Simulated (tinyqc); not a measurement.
Inside a calculation. Model: resistive crossbar, vector-matrix product with wire resistance.

Numbers from tinyqc (`OMP_NUM_THREADS=1 python tinyqc.py 2880030 2880031 out.jsonl`; about 0.02 s on one thread of a shared Intel Xeon 2.30GHz). Printed values are rounded.

2 rows and 2 columns. Cell (i, j) joins row node wij to column node bij. Each row is driven at its left end through one wire segment rw; neighbouring nodes along a row or a column are joined by rw; each column ends below the last row in one more rw and a virtual ground, where its current is read. Ideal output: I_j = sum_i V_i G_ij.

Values chosen for this exercise: wire resistance between neighbouring cells rw = 10 ohm; input voltages of the rows V = [0.12, 0.31] V.

## The nodal equations

cell conductances G (uS):
```
,column 1,column 2
row 1,78,98
row 2,75,56
```

Kirchhoff current law at every node, A x = b: A holds the sum of the conductances at a node on the diagonal and minus the conductance between two nodes off it (wire conductance 1/rw); b = V_i/rw at the first node of row i.

A (uS):
```
,w11,w12,w21,w22,b11,b12,b21,b22
w11,2.000780e5,-1e5,0,0,-78,0,0,0
w12,-1e5,1.000980e5,0,0,0,-98,0,0
w21,0,0,2.000750e5,-1e5,0,0,-75,0
w22,0,0,-1e5,1.000560e5,0,0,0,-56
b11,-78,0,0,0,1.000780e5,0,-1e5,0
b12,0,-98,0,0,0,1.000980e5,0,-1e5
b21,0,0,-75,0,-1e5,0,2.000750e5,0
b22,0,0,0,-56,0,-1e5,0,2.000560e5
```

b (uA): w11 12000, w12 0, w21 31000, w22 0, b11 0, b12 0, b21 0, b22 0

## Node voltages and column currents

Solve A x = b; I_j = b2j/rw.

row nodes (mV): w11 119.7900, w12 119.6731, w21 309.5949, w22 309.4218
column nodes (mV): b11 0.4181725, b12 0.4068757, b21 0.3250624, b22 0.2899947
column currents (uA): column 1 32.50624, column 2 28.99947

## Error against the ideal product

Ideal I_j = sum_i V_i G_ij; error = I/ideal - 1.

ideal currents (uA): column 1 32.61, column 2 29.12
error (%): column 1 -0.3182, column 2 -0.4139

The largest error is in column 2. All currents fall short, since the wires take part of the voltage.
